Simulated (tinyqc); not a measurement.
Signal and retention of a DRAM cell: two steps of the calculation.

A stored one starts at Vd and leaks: Cs dV/dt = -I(V), I = a sqrt((V + Vb)/(Vd + Vb)) + b, with a = Ig exp[-(Eg1 q/kB)(1/T - 1/T0)] (generation in a depletion layer) and b = Is exp[-(Es q/kB)(1/T - 1/T0)]. The bit line is precharged to Vd/2, and charge sharing gives the signal (V - Vd/2) Cs/(Cs + Cb).

Inputs (values chosen for the exercise): array voltage Vd = 1.1 V; cell capacitance Cs = 9 fF; bit-line capacitance Cb = 84 fF; smallest signal that the sense amplifier resolves dm = 43 mV; deviation of ln(retention time) over the cells sg = 0.92; cells Nc = 8.59e9; refresh interval tr = 64 ms.

Constants: q = 1.602176634e-19 C. Results are converted to the units shown.

Question 1. Signal and margin. The cell fails below Vc = Vd/2 + dm (Cs + Cb)/Cs.

Give: transfer ratio; signal of a fresh one; Vc; charge that may be lost; the same in electrons.

Answer 1.

transfer ratio = 0.096774
signal of a fresh one = 53.226 mV
Vc = 0.99433 V
charge that may be lost = 0.95100 fC
the same in electrons = 5935.7

Question 2. Failing cells. This time is the median of a log-normal spread: failing cells = Nc erfc(z/sqrt 2)/2, z = ln(t/tr)/sg. One failure is expected at the interval where that count equals 1.

retention time = 0.099886485 s

Wanted: z; failing cells; interval for one failure.

Answer 2.

z = 0.4839
failing cells = 2.699e9
interval for one failure = 0.2932 ms

The weakest cell of the array lies about 6.34 deviations out, a factor of 341 below the median; the chosen interval is longer than that time.

Range of the model: Real arrays also hold a tail of unusually leaky cells and cells whose retention varies in time, which this model lacks.

Computed by the program tinyqc: `OMP_NUM_THREADS=1 python tinyqc.py 2130127 2130128 out.jsonl`, one thread of a shared Intel Xeon 2.30GHz, about 0.01 s for the whole run.
